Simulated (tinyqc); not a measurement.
From results back to parameters: alloy A(1-x)B(x) by interpolation with bowing. Five cases, with inputs chosen for the exercise.

Problem. An unstrained alloy A(1-x)B(x) follows Vegard, a(x) = (1 - x) a_A + x a_B, and E(x) = (1 - x) E_A + x E_B - C x (1 - x) at Gamma. Its lattice constant and gap are given.

Find: x; linear part of the gap; C.

Method. x = (a - a_A)/(a_B - a_A); the bowing is the shortfall against the linear part divided by x (1 - x).

Case 1.

Values chosen (out of a larger set: A near Ge, B near Si; not measured data): a = (5.659, 5.431) angstrom (lattice constant of A, B); Eg = (0.897, 4.123) eV (gap at Gamma to the s-like level of A, B).

a(x) = 5.599720 angstrom
gap at Gamma = 1.698627 eV

Solution.

x = 0.260
linear part of the gap = 1.7358 eV
C = 0.193 eV

Case 2.

Values chosen (out of a larger set: A near Ge, B near Si; not measured data): a = (5.66, 5.432) angstrom (lattice constant of A, B); Eg = (0.9, 4.153) eV (gap at Gamma to the s-like level of A, B).

a(x) = 5.621240 angstrom
gap at Gamma = 1.416183 eV

Solution.

x = 0.170
linear part of the gap = 1.4530 eV
C = 0.261 eV

Case 3.

Values chosen (out of a larger set: A near GaSb, B near GaAs; not measured data): a = (6.103, 5.645) angstrom (lattice constant of A, B); Eg = (0.815, 1.497) eV (gap at Gamma to the s-like level of A, B).

a(x) = 5.777820 angstrom
gap at Gamma = 1.024961 eV

Solution.

x = 0.710
linear part of the gap = 1.2992 eV
C = 1.332 eV

Case 4.

Values chosen (out of a larger set: A near InAs, B near GaAs; not measured data): a = (6.054, 5.651) angstrom (lattice constant of A, B); Eg = (0.419, 1.524) eV (gap at Gamma to the s-like level of A, B).

a(x) = 5.921010 angstrom
gap at Gamma = 0.680617 eV

Solution.

x = 0.330
linear part of the gap = 0.7836 eV
C = 0.466 eV

Case 5.

Values chosen (out of a larger set: A near InSb, B near InAs; not measured data): a = (6.473, 6.058) angstrom (lattice constant of A, B); Eg = (0.236, 0.421) eV (gap at Gamma to the s-like level of A, B).

a(x) = 6.153450 angstrom
gap at Gamma = 0.258376 eV

Solution.

x = 0.770
linear part of the gap = 0.3785 eV
C = 0.678 eV

Computed by tinyqc, one run a case: `OMP_NUM_THREADS=1 python tinyqc.py N N+1 out.jsonl` with N = 1050732, 1050759, 1050765, 1050776, 1050806; one thread of a shared Intel(R) Xeon(R) Processor @ 2.30GHz, about 0.01 s a run at most.
